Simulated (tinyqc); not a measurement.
Microkinetic model of low-temperature epitaxy from hydride gases: adsorption, hydrogen desorption and rate control. Changing the silane pressure p_S. Computed by tinyqc, a small Python program. Command: `OMP_NUM_THREADS=1 python tinyqc.py 3016797 3016798 out.jsonl hepi sweep`. One thread of a shared host (Intel(R) Xeon(R) Processor @ 2.30GHz), about 0.05 s of CPU time with the checks.

Each hydride molecule needs two free sites and leaves four hydrogen atoms, of which two leave at once as H2; theta is the hydrogen coverage, the site density is 6.78 per nm^2 and one layer is 1.358 angstrom thick.

Inputs (values chosen for the exercise, close to those used for silane on Si(001)):
```
quantity                            value  unit
sticking prefactor of silane s0     0.034     -
adsorption barrier E_s               0.21    eV
desorption prefactor nu_d         8.3e+12   1/s
desorption energy on silicon E_d     2.12    eV
hydrogen carrier pressure p_H           0    Pa
sticking of hydrogen s_H          7.3e-08     -
temperature T                         550     C
```

Film: silicon. Order of hydrogen desorption: first.

Constants: k_B = 8.617333262e-05 eV/K; u = 1.6605390666e-27 kg; k_B = 1.380649e-23 J/K.

Method:
- Flux per site F = p/(sqrt(2 pi M k_B T) x 6.78e18 per m^2), M = 32.12 u (silane), 2.016 u (hydrogen); s = s0 exp(-E_s/(k_B T)); k_S = s F_S = k; k_H = s_H F_H; k_d = nu_d exp(-E_d/(k_B T)).
- Temperatures in kelvin are T(C) + 273.15.
- With k the hydride and k_H the hydrogen adsorption rate on free pairs and k_d the desorption rate, steady state: 2 (k + k_H)(1 - theta)^2 = k_d theta; growth rate R = k (1 - theta)^2 layers/s; 1 layer/s = 8.148 nm/min.
- With c = 2 (k + k_H)/k_d the free share is 1 - theta = 2/(1 + sqrt(1 + 4c)).
- X_i = d ln R/d ln k_i at fixed other constants. With f = 1 - theta and a = 2/f + 1/theta: d ln f/d ln k_d = 1/(a f), so X_d = 2/(a f), X_k = 1 - X_d k/(k + k_H), X_H = -X_d k_H/(k + k_H); they sum to 1.

One run for each value:
```
silane pressure p_S (Pa)  growth rate G (nm/min)  hydrogen coverage theta  X_d (desorption)
0.001                                     0.0336                  0.00950           0.01882
0.003                                     0.0973                  0.02747           0.05347
0.01                                      0.2892                  0.08164           0.15096
0.03                                      0.6743                  0.19037           0.31984
0.1                                       1.3334                  0.37642           0.54696
0.3                                       1.9859                  0.56063           0.71847
1                                         2.5722                  0.72612           0.84133
3                                         2.9432                  0.83086           0.90761
10                                        3.2001                  0.90340           0.94925
30                                        3.3405                  0.94302           0.97067
```

What does the table show, and why?

Over the rows, growth rate G (nm/min) rises from 0.0336 to 3.34 (exponent d ln y / d ln x 0.97 between the first rows and 0.039 between the last); hydrogen coverage theta rises from 0.00950 to 0.943 (exponent d ln y / d ln x 0.97 between the first rows and 0.039 between the last); X_d (desorption) rises from 0.0188 to 0.971 (exponent d ln y / d ln x 0.95 between the first rows and 0.020 between the last). At the low end the exponent of growth rate G is 0.97, close to 1: adsorption limits. At the high end the exponent of growth rate G is 0.04, close to 0: hydrogen desorption limits.
